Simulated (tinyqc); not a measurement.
From results back to parameters: inversion layer as a triangular well, valleys of the Si type. Three cases, with inputs chosen for the exercise.

Problem. The spacing of the two lowest levels of one ladder was computed from a hidden sheet density Ns.

The field is taken as constant, e F = 4 pi (e^2/4 pi eps0)(Nd + eta Ns)/eps, with 1e12/cm^2 = 1e-4/angstrom^2, and the oxide as a hard wall at z = 0; c = hbar^2/2m0.

Level j of a valley lies at E_j = a_j (c (e F)^2/m_z)^(1/3) above the band edge at the surface, with the Airy zeros a_j = 2.338107, 4.087949, 5.520560, 6.786708, 7.944134, 9.022651, 10.040174, 11.008524, 11.936016, 12.828777, and has <z> = 2 E_j/(3 e F).

Constants: hbar^2/2m0 = 3.80998211 eV angstrom^2; e^2/(4 pi eps0) = 14.39964547 eV angstrom.

Case 1.

Values chosen (near those of Si; not measured data): m_z = 0.904 m0 (confinement mass); eps = 11.8 (dielectric constant); Nd = 0.2 x 1e12/cm^2 (depletion charge); eta = 0.5 (share of Ns in the effective field).

E_1 - E_0 = 32.3914 meV

Case 2.

Values chosen (near those of Si; not measured data): m_z = 0.934 m0 (confinement mass); eps = 11.5 (dielectric constant); Nd = 0.73 x 1e12/cm^2 (depletion charge); eta = 0.5 (share of Ns in the effective field).

E_1 - E_0 = 43.0676 meV

Case 3.

Values chosen (near those of Si; not measured data): m_z = 0.919 m0 (confinement mass); eps = 11.9 (dielectric constant); Nd = 0.17 x 1e12/cm^2 (depletion charge); eta = 0.5 (share of Ns in the effective field).

E_1 - E_0 = 36.4244 meV

Find: F; Ns.

Solution. e F = sqrt(m_z/c) [(E_1 - E_0)/(a_1 - a_0)]^(3/2), with a_0 and a_1 the first two zeros; then Ns = (eps e F/(4 pi e^2/4 pi eps0) - Nd)/eta.

Case 1.

F = 0.1227 MV/cm
Ns = 1.20 x 1e12/cm^2

Case 2.

F = 0.1912 MV/cm
Ns = 0.97 x 1e12/cm^2

Case 3.

F = 0.1475 MV/cm
Ns = 1.60 x 1e12/cm^2

Computed by tinyqc, one run a case: `OMP_NUM_THREADS=1 python tinyqc.py N N+1 out.jsonl` with N = 1251822, 1251835, 1251906; one thread of a shared Intel(R) Xeon(R) Processor @ 2.30GHz, about 0.03 s a run at most.
